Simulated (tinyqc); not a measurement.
Two-band k.p model of the Delta valleys near the X point under shear strain: one step. Position, depth and masses of the minimum. Four cases, with inputs chosen for the exercise.

Problem. For |eta| < 1: k_min = k0 sqrt(1 - eta^2), E_min = -Delta eta^2/2, ml(eta) = ml/(1 - eta^2), 1/m[110] = 1/mt + eta/Mp, 1/m[1-10] = 1/mt - eta/Mp. For |eta| > 1 the minimum sits at X: E_min = -Delta (2 |eta| - 1)/2, ml(eta) = ml/(1 - 1/|eta|), and eta is replaced by its sign in the transverse masses.

Give: k_min; E_min; ml(eta); masses along [110] and [1-10].

Case 1.

Values chosen (out of a larger set: near those of Si; not measured data): ml = 0.895 m0 (longitudinal mass); mt = 0.195 m0 (transverse mass); Mp = 0.245 m0 (coupling mass).

k0 = 0.1719682 1/angstrom
Delta = 0.2517827 eV
eta = 0.528670

Solution.

k_min = 0.1460 1/angstrom
E_min = -35.19 meV
ml(eta) = 1.242 m0

masses along [110] and [1-10] (m0): 0.1372  0.3367

The minimum has moved 15.1 % of the way to X; electrons are lighter along [110] (-29.6 % against mt) and heavier across (+72.6 %).

Case 2.

Values chosen (out of a larger set: near those of Si; not measured data): ml = 0.936 m0 (longitudinal mass); mt = 0.198 m0 (transverse mass); Mp = 0.232 m0 (coupling mass).

k0 = 0.1684438 1/angstrom
Delta = 0.2309869 eV
eta = 0.554144

Solution.

k_min = 0.1402 1/angstrom
E_min = -35.47 meV
ml(eta) = 1.351 m0

masses along [110] and [1-10] (m0): 0.1344  0.3757

The minimum has moved 16.8 % of the way to X; electrons are lighter along [110] (-32.1 % against mt) and heavier across (+89.7 %).

Case 3.

Values chosen (out of a larger set: near those of Si; not measured data): ml = 0.923 m0 (longitudinal mass); mt = 0.2 m0 (transverse mass); Mp = 0.226 m0 (coupling mass).

k0 = 0.1657741 1/angstrom
Delta = 0.2268739 eV
eta = 0.859508

Solution.

k_min = 0.0847 1/angstrom
E_min = -83.80 meV
ml(eta) = 3.533 m0

masses along [110] and [1-10] (m0): 0.1136  0.8355

The minimum has moved 48.9 % of the way to X; electrons are lighter along [110] (-43.2 % against mt) and heavier across (+317.8 %).

Case 4.

Values chosen (out of a larger set: near those of Si; not measured data): ml = 0.899 m0 (longitudinal mass); mt = 0.196 m0 (transverse mass); Mp = 0.23 m0 (coupling mass).

k0 = 0.1677521 1/angstrom
Delta = 0.2385225 eV
eta = -0.200149

Solution.

k_min = 0.1644 1/angstrom
E_min = -4.78 meV
ml(eta) = 0.937 m0

masses along [110] and [1-10] (m0): 0.2363  0.1674

The minimum has moved 2.0 % of the way to X; electrons are lighter along [1-10] (-14.6 % against mt) and heavier across (+20.6 %).

Computed by tinyqc, one run a case: `OMP_NUM_THREADS=1 python tinyqc.py N N+1 out.jsonl` with N = 1081192, 1081328, 1081410, 1081533; one thread of a shared Intel(R) Xeon(R) Processor @ 2.30GHz, about 0.01 s a run at most.
